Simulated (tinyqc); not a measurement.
Worked calculation: lattice vibrations of a chain. Computed by tinyqc, a small Python program that keeps every step. Command: `OMP_NUM_THREADS=1 python tinyqc.py 25797 25798 out.jsonl` (the two numbers bound the seeds that draw the settings). One thread of a shared host (Intel(R) Xeon(R) Processor @ 2.60GHz), about 0.01 s of CPU time with the checks.

## Dynamical matrix at q = 0.38

A chain moving along its axis:

| atom | mass (u) | spring to the next atom (eV/angstrom^2) |
|---|---|---|
| 1 | 22.3000 | 14.8000 |
| 2 | 24.7000 | 2.3000 |
| 3 | 24.1000 | 25.4000 |
| 4 | 118.6000 | 9.9000 |

q is in units of 2 pi/a. A spring k from atom i to atom j, n cells on, adds k to Phi_ii and Phi_jj, -k exp(2 pi i q n) to Phi_ij and the conjugate to Phi_ji (for one atom a cell: 2k (1 - cos 2 pi q n)); D_ij = Phi_ij / sqrt(m_i m_j).

D(q) (eV/(angstrom^2 u)):
```
                1        2        3               4
1          1.1076  -0.6306   0.0000  0.1403+0.1318i
2         -0.6306   0.6923  -0.0943          0.0000
3          0.0000  -0.0943   1.1494         -0.4751
4  0.1403-0.1318i   0.0000  -0.4751          0.2976
```

## Frequencies

omega^2 are the eigenvalues; wavenumber = 521.4708 sqrt(eigenvalue) 1/cm.

eigenvalues: 0.0333  0.2608  1.3633  1.5895

wavenumbers (1/cm): 95.1  266.3  608.9  657.5

weights |e|^2 of the mass-weighted modes:
```
        mode 1  mode 2  mode 3  mode 4
atom 1  0.0921  0.2508  0.0239  0.6332
atom 2  0.0704  0.5891  0.0221  0.3184
atom 3  0.1224  0.0515  0.8013  0.0249
atom 4  0.7152  0.1086  0.1527  0.0235
```

## Dispersion and heat capacity

C/k_B per atom = mean over q = (j + 1/2)/80, j = 0..39 and all branches of y^2 e^y/(e^y - 1)^2, y = hc wavenumber / k_B T.

Wavenumbers (1/cm):

| q | branch 1 | branch 2 | branch 3 | branch 4 |
|---|---|---|---|---|
| 0.0000 | 0.0000 | 290.8649 | 597.4987 | 664.3353 |
| 0.0625 | 18.4800 | 289.9142 | 597.9617 | 664.0772 |
| 0.1250 | 36.5580 | 287.1565 | 599.2943 | 663.3245 |
| 0.1875 | 53.7901 | 282.8763 | 601.3321 | 662.1448 |
| 0.2500 | 69.6446 | 277.5514 | 603.8163 | 660.6581 |
| 0.3125 | 83.4535 | 271.8609 | 606.4093 | 659.0473 |
| 0.3750 | 94.3852 | 266.6785 | 608.7162 | 657.5614 |
| 0.4375 | 101.5011 | 262.9890 | 610.3274 | 656.4931 |
| 0.5000 | 103.9851 | 261.6431 | 610.9088 | 656.1012 |

Heat capacity:

| T (K) | C/k_B per atom |
|---|---|
| 20 | 0.0823 |
| 50 | 0.1896 |
| 100 | 0.3113 |
| 200 | 0.5385 |
| 300 | 0.7087 |
| 600 | 0.9046 |
| 1200 | 0.9742 |

zero-point energy per atom = 24.8787 meV
